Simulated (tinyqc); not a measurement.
Length of a polyene: Hueckel, PPP and singles CI along the polyenes. Computed by the program tinyqc. Hueckel uses the same beta without repulsion; CIS keeps all single excitations and so misses the low, doubly excited 2Ag state. W is the valence ionisation energy of a centre, MN the Mataga-Nishimoto formula, f the oscillator strength.

All-trans chains of carbon centres 1.40 angstrom apart:
```
parameter,value
"beta (eV), times 1 +/- alternation",-2.330000
alternation,0.140000
W (eV),11.160000
gamma_rr (eV),10.140000
repulsion formula,Ohno
```

Gaps and excitations (eV):
```
centres,Hueckel gap,PPP orbital gap,bright singlet (CIS),f,lowest triplet (CIS)
2,5.312,12.533,6.772,0.581,3.853
6,2.924,9.124,4.679,1.431,2.540
8,2.503,8.476,4.208,1.782,2.320
10,2.237,8.066,3.896,2.109,2.194
12,2.054,7.790,3.679,2.422,2.116
14,1.923,7.595,3.523,2.728,2.065
```

Estimate the missing row, centres = 4.

Computed row:
```
centres  Hueckel gap  PPP orbital gap  bright singlet (CIS)      f  lowest triplet (CIS)
4              3.674           10.249                 5.437  1.041                 2.960
```

The Hueckel gap tends to 4 x alternation x |beta| = 1.30 eV for long chains. Exchange opens the PPP orbital gap, and the attraction of electron and hole brings the bright state 4.07 eV below it at 14 centres; the triplet lies 1.46 eV lower still.
